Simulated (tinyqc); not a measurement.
Displacements against temperature: thermal displacements in the Debye model: Debye-Waller factors, bond-length spread and the Lindemann rule. Computed by tinyqc, a small Python program. Command: `OMP_NUM_THREADS=1 python tinyqc.py 3005101 3005102 out.jsonl debyewaller walk`. One thread of a shared host (Intel(R) Xeon(R) Processor @ 2.30GHz), about 0.01 s of CPU time with the checks.

A Debye spectrum with three branches of one velocity, cut at k_B Theta; 4 atoms per cube, nearest neighbours at d = 0.707107 a.

Inputs (values chosen for the exercise, modelled on copper):
```
quantity,value,unit
atomic mass M,63.55,u
Debye temperature Theta,314,K
lattice constant a,3.615,angstrom
temperature T,295,K
```

Structure: fcc.

reflection (h k l): [4, 2, 0]

Constants: hbar^2/u = 4.18015928e-03 eV angstrom^2; k_B = 8.617333262e-05 eV/K.

Method:
- <u_x^2> = (3 hbar^2/(2 M k_B Theta)) int_0^1 s coth(s Theta/(2T)) ds (64 Gauss-Legendre points); it tends to 3 hbar^2/(4 M k_B Theta) at T = 0 and to 3 hbar^2 T/(M k_B Theta^2) at high T.
- B = 8 pi^2 <u_x^2>.
- G = 2 pi sqrt(h^2 + k^2 + l^2)/a; the intensity is multiplied by exp(-2W), 2W = G^2 <u_x^2>; the loss goes into thermal diffuse scattering.
- Correlated Debye model: sigma^2 = (3 hbar^2/(M k_B Theta)) int_0^1 s coth(s Theta/(2T)) [1 - sin(s q_D R)/(s q_D R)] ds for two atoms at distance R, q_D = (6 pi^2 n)^(1/3), n atoms per volume; uncorrelated motion would give 2 <u_x^2>.
- The correlation is 1 - sigma^2/(2 <u_x^2>); exp(-2W) uses 2W = G^2 <u_x^2>.

|G| = 7.77296 1/angstrom

Displacements (angstrom^2):
```
T (K),<u_x^2>,classical,sigma^2 at d,sigma^2 at 2d,exp(-2W)
9.4,0.0018340,2.1832e-04,0.0031396,0.0034777,0.89511
31,0.0019401,7.1999e-04,0.0031637,0.0035450,0.88939
63,0.0022941,0.0014632,0.0033997,0.0039879,0.87057
110,0.0030916,0.0025548,0.0041917,0.0051857,0.82962
170,0.0043105,0.0039483,0.0055708,0.0071080,0.77072
250,0.0060569,0.0058064,0.0076415,0.0099071,0.69354
380,0.0089920,0.0088257,0.011195,0.014644,0.58084
570,0.013350,0.013239,0.016521,0.021698,0.44638
690,0.016118,0.016026,0.019916,0.026184,0.37764
```

What follows from these numbers?

The classical line is within 5 % from T = 250 K (T/Theta = 0.80) on. The correlation of nearest neighbours grows from 0.14 to 0.38, since thermal motion weights long waves, which move neighbours together, more than zero-point motion does; at 2d it ends at 0.19. The reflection keeps 90 % of its intensity at the lowest T and 38 % at the highest.

Extremes, crossings and ranges named in words are read from the listed rows.
